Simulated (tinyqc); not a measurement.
Carrier lifetime from Shockley-Read-Hall, radiative, Auger and surface recombination: one step, computed by the program tinyqc. Command: `OMP_NUM_THREADS=1 python tinyqc.py 3027540 3027541 out.jsonl lifetime walk`. One thread of a shared host (Intel(R) Xeon(R) Processor @ 2.30GHz), about 0.03 s of CPU time with the checks.

Energies are counted from the top of the valence band. Boltzmann statistics, full ionisation, and equal excess densities of electrons and holes.

Question. Equilibrium densities. N_c = 2 M_c (2 pi m_e k_B T/h^2)^(3/2) and N_v = 2 (2 pi m_h k_B T/h^2)^(3/2), masses in units of m_0. n_i = sqrt(N_c N_v) exp(-E_g/2 k_B T); majority density N/2 + sqrt(N^2/4 + n_i^2), minority density n_i^2 over it.

Inputs (values chosen for the exercise, with bands modelled on germanium): gap E_g = 0.66 eV; electron mass m_e = 0.22 m_0; valleys M_c = 4; hole mass m_h = 0.343 m_0; temperature T = 400 K; doping N = 6e+14 cm^-3.

Doping: p-type. Surface term: two equal surfaces.

Constants: m_0 = 9.1093837015e-31 kg; k_B = 1.380649e-23 J/K; h = 6.62607015e-34 J s; k_B = 8.617333262e-05 eV/K.

Give: N_c; N_v; n_i; n_0; p_0.

Answer.

N_c = 1.5947e+19 cm^-3

N_v = 7.7611e+18 cm^-3

n_i = 7.7354e+14 cm^-3

n_0 = 5.2967e+14 cm^-3

p_0 = 1.1297e+15 cm^-3
